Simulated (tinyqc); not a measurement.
Thermoelectric coefficients of a parabolic band, Landauer integrals: two steps of the calculation.

Bulk parabolic band, x = (E - Ec)/kB T, C = hbar^2/(2 m0), kB T in eV. Modes per area gv m kB T x/(4 pi C) times the back-scattering length l0 x^rr give the transport function s0 X(x), s0 = (2 q^2/h) gv m kB T l0/(4 pi C), X = x^(1 + rr). I_k = int X (x - eta)^k w dx, w = 1/(4 cosh^2((x - eta)/2)).

Inputs (values chosen for the exercise): temperature T = 500 K; mass of one valley m = 0.58 m0; valleys gv = 1; back-scattering length at x = 1 l0 = 3.5 nm; energy exponent of that length rr = 0.5; lattice thermal conductivity kL = 0.37 W/(m K); reduced Fermi level (EF - Ec)/kB T eta = 3.5.

Constants: q = 1.602176634e-19 C, kB = 1.380649e-23 J/K, hbar = 1.054571817e-34 J s, h = 6.62607015e-34 J s, m0 = 9.1093837015e-31 kg, Vt = kB T/q, hbar^2/(2 m0) = 0.0380998212 eV nm^2. Results are converted to the units shown.

Question 1. Coefficients of the electrons. sigma = s0 I_0, S = -(kB/q) I_1/I_0, Lorenz number L = (kB/q)^2 [I_2/I_0 - (I_1/I_0)^2], kappa_e = L sigma T.

converged I_0, I_1, I_2: 7.2555988  8.7409083  31.476897

Give: s0; sigma; S; L; kappa_e.

Answer 1.

s0 = 141.55 S/cm
sigma = 1027.0 S/cm
S = -103.81 uV/K
L = 2.1438 x 1e-8 V^2/K^2
kappa_e = 1.1009 W/(m K)

L is 12 % below the Sommerfeld value (pi^2/3)(kB/q)^2 = 2.443e-8 V^2/K^2.

Question 2. Power factor and figure of merit. Power factor S^2 sigma, ZT = S^2 sigma T/(kappa_e + kL).

sigma = 1027.0088 S/cm
S = -103.81406 uV/K
kappa_e = 1.1008562 W/(m K)

Give: power factor; ZT; electronic share of kappa.

Answer 2.

power factor = 1.107 mW/(m K^2)
ZT = 0.3763
electronic share of kappa = 74.84 %

Range of the model: Parabolic bands, elastic scattering and a fixed kL make these model figures, not those of a material.

Numbers from tinyqc (`OMP_NUM_THREADS=1 python tinyqc.py 2800122 2800123 out.jsonl`; about 0.1 s on one thread of a shared Intel Xeon 2.30GHz).
